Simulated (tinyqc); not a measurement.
Worked calculation: lattice vibrations of a chain. One step of it, computed by the program tinyqc.

Problem. Frequencies. omega^2 are the eigenvalues; wavenumber = 521.4708 sqrt(eigenvalue) 1/cm.

D(q) (eV/(angstrom^2 u)):
```
[[0.304902, -0.369939, 0.000000, 0.174367+0.095859i],
 [-0.369939, 0.743421, -0.052248, 0.000000],
 [0.000000, -0.052248, 0.304979, -0.350105],
 [0.174367-0.095859i, 0.000000, -0.350105, 0.849817]]
```

Give: eigenvalues; wavenumbers; weights |e|^2 of the mass-weighted modes.

Solution.

eigenvalues: [0.031, 0.160, 0.923, 1.089]

wavenumbers (1/cm): [92.5, 208.4, 500.9, 544.3]

weights |e|^2 of the mass-weighted modes, order atom 1, atom 2, atom 3, atom 4:
```
[[0.578, 0.164, 0.124, 0.134],
 [0.139, 0.099, 0.639, 0.123],
 [0.158, 0.650, 0.079, 0.113],
 [0.125, 0.088, 0.158, 0.630]]
```
